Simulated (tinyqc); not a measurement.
Ion-assisted plasma etching: sheath, surface coverage, synergy and aspect-ratio dependence: one step, computed by the program tinyqc.

Radicals adsorb on bare sites; ions remove covered sites with a high yield and bare sites by sputtering; a slow spontaneous reaction acts everywhere, walls included.

Question. Fluxes. Bohm speed u_B = sqrt(e T_e/M_i); ion flux G_i = 0.61 n_e u_B; radical flux G_n = n c/4 with c = sqrt(8 k_B T_g/(pi M_n)).

Inputs (values chosen for the exercise, close to those used for silicon in a halogen plasma): plasma density n_e = 2e+11 1/cm^3; electron temperature T_e = 2.1 eV; ion mass M_i = 71 u; radical density n = 1.3e+14 1/cm^3; radical mass M_n = 35.5 u; gas temperature T_g = 300 K.

Feature: round hole.

Constants: e = 1.602176634e-19 C; u = 1.6605390666e-27 kg; k_B = 1.380649e-23 J/K.

Give: Bohm speed; ion flux G_i; radical speed c; radical flux G_n; flux ratio G_n/G_i.

Answer.

Bohm speed = 1.689e+05 cm/s

ion flux G_i = 2.061e+16 1/(cm^2 s)

radical speed c = 42299 cm/s

radical flux G_n = 1.375e+18 1/(cm^2 s)

flux ratio G_n/G_i = 66.70
